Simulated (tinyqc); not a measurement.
Saturation velocity and mobility from two gate lengths.

Question. Isat = Cox vsat Vg (x - 1)/(x + 1) per width, x = sqrt(1 + 2 mu Vg/(m vsat L)), with no series resistance and the same overdrive Vg and mu at both lengths. Find vsat and mu.

Inputs (values chosen for the exercise):
```
symbol  value     unit           meaning
Cox      2.49  uF/cm^2  gate capacitance
m        1.23                body factor
```

Vg = 0.37 V
Isat at L = 0.13 and 0.65 um (uA/um): 185.15648  63.367346

Answer. The ratio of the currents depends on c = 2 mu Vg/(m vsat) alone and falls steadily from L2/L1 to 1 as c grows, so it fixes c; either current then gives vsat.

vsat = 6.300e6 cm/s
mu = 374.6 cm^2/(V s)

Program tinyqc, `OMP_NUM_THREADS=1 python tinyqc.py 2500033 2500034 out.jsonl`; Intel Xeon 2.30GHz, shared host, one thread, about 0.01 s.
